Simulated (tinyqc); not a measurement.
# Precursor delivery and alloy composition in metal-organic vapour-phase epitaxy, step by step

A worked calculation. Computed by tinyqc, a small Python program that keeps every step. Command: `OMP_NUM_THREADS=1 python tinyqc.py 3013492 3013493 out.jsonl movpe walk`. One thread of a shared host (Intel(R) Xeon(R) Processor @ 2.30GHz), about 0.01 s of CPU time with the checks. Intermediate numbers are printed to about 5 digits and carried at full precision; extremes and crossings named in words are read from the listed rows.

Carrier gas leaves each bubbler saturated. Group-III species cross a boundary layer and react at the surface; element 2 can also desorb. The film is (1)_(1-x) (2)_x V with a zinc-blende cell.

Inputs (values chosen for the exercise, close to those used for AlGaAs from TMAl and TEGa):

| quantity | value | unit |
|---|---|---|
| source 1: a in log10(p/torr) = a - b/T | 8.22 | - |
| source 1: b | 2134 | K |
| source 1: bath temperature | 19 | C |
| source 1: carrier flow | 3.4 | sccm |
| source 2: a | 8.08 | - |
| source 2: b | 2162 | K |
| source 2: bath temperature | 24 | C |
| source 2: carrier flow | 55 | sccm |
| bubbler pressure p_b | 1000 | torr |
| group-V hydride flow | 120 | sccm |
| total flow | 24 | slm |
| reactor pressure p | 75 | torr |
| diffusivity D0 at 273.15 K and 760 torr | 0.31 | cm^2/s |
| boundary layer delta | 1.2 | cm |
| prefactor of the surface rate k_s | 1.3e+13 | cm/s |
| energy of k_s | 1.85 | eV |
| prefactor of the loss of element 2 | 6.3e+17 | layers/s |
| energy of the loss | 3.57 | eV |
| lattice constant a | 5.655 | angstrom |
| growth temperature T | 590 | C |

Constants: k_B = 1.380649e-23 J/K; k_B = 8.617333262e-05 eV/K.

## Molar flows

Temperatures in kelvin are T(C) + 273.15. Vapour pressure p_v = 10^(a - b/T); precursor flow = carrier flow x p_v/(p_b - p_v); 1 sccm = 44.615 micromol/min; V/III = hydride flow over the sum of both; gas share x_g = F2/(F1 + F2).

vapour pressures (torr): source 1 8.2325, source 2 6.3711

molar flows (micromol/min): F1 1.2592, F2 15.734

V/III ratio = 315.06

gas share x_g = 0.92590

The slope of F2 with the temperature of bath 2 is b ln(10)/T^2 x p_b/(p_b - p_v) = 5.7 % per kelvin. Caution: trimethylaluminium is largely a dimer in the vapour, which would double its metal flow; it is counted as a monomer here.

## Transport to the surface

Partial pressure p_i = p F_i/(44615 x total flow in slm); density n_i = p_i/(k_B T), 1 torr = 133.322 Pa; D = D0 (T/273.15)^1.75 (760/p), h = D/delta, the same for both; k_s = prefactor x exp(-energy/(k_B T)); arrival J_i = n_i/(1/h + 1/k_s); in layers per second g_i = J_i a^2/2 (two group-III sites per a^2 on (001)).

densities (1/cm^3): n1 9.8670e+11, n2 1.2329e+13

h = 19.606 cm/s

k_s = 205.18 cm/s

arrival rates (layers/s): g1 0.028234, g2 0.35279

Growth is transport-limited.

## Composition and growth rate

Loss of element 2 is r x with r = prefactor x exp(-energy/(k_B T)). Then x = (g2 - r x)/(g1 + g2 - r x), or r x^2 - (g1 + g2 + r) x + g2 = 0, smaller root; growth rate G = g1/(1 - x) layers/s; one layer is a/2 thick, 1 angstrom/s = 0.36 um/h. Distribution coefficient = [x/(1 - x)]/[x_g/(1 - x_g)], x_g = g2/(g1 + g2).

loss rate r = 9.0105e-04 layers/s

solid share x = 0.92574

growth rate G = 0.38700 um/h

distribution coefficient = 0.99764

Desorption is negligible, so the solid copies the gas. Caution: the lattice constant is held fixed as x changes, delta does not respond to the flow, both precursors share one D and k_s, and gas-phase side reactions are left out.

## Three regimes over temperature

The formulas are those given above.

Growth:

| T (C) | k_s/h | r (layers/s) | x | G (um/h) |
|---|---|---|---|---|
| 450 | 1.1562e-01 | 8.3041e-08 | 0.92590 | 0.03856 |
| 500 | 7.0150e-01 | 3.3752e-06 | 0.92590 | 0.16129 |
| 550 | 3.3955e+00 | 8.7465e-05 | 0.92588 | 0.31668 |
| 600 | 1.3636e+01 | 1.5613e-03 | 0.92563 | 0.39784 |
| 650 | 4.6852e+01 | 2.0396e-02 | 0.92251 | 0.41838 |
| 700 | 1.4111e+02 | 2.0461e-01 | 0.87735 | 0.27891 |
| 750 | 3.7992e+02 | 1.6384e+00 | 0.25978 | 0.04819 |
| 800 | 9.2896e+02 | 1.0808e+01 | 0.04191 | 0.03865 |
| 850 | 2.0901e+03 | 6.0270e+01 | 0.00780 | 0.03864 |

G peaks at 650 C among these rows. Between the first rows the apparent energy is 1.38 eV, against 1.85 eV for k_s, as control is already mixed; k_s passes h between 500 and 550 C, well above which G depends weakly on T until desorption sets in. Among these rows x stays within 2 % of x_g up to 650 C and then falls, to 0.0078 in the last row, as element 2 desorbs. Caution: in these rows, too, a is fixed and both precursors share one D and k_s.

Checks made by the program: balance of element 2 (relative difference below 1e-10).
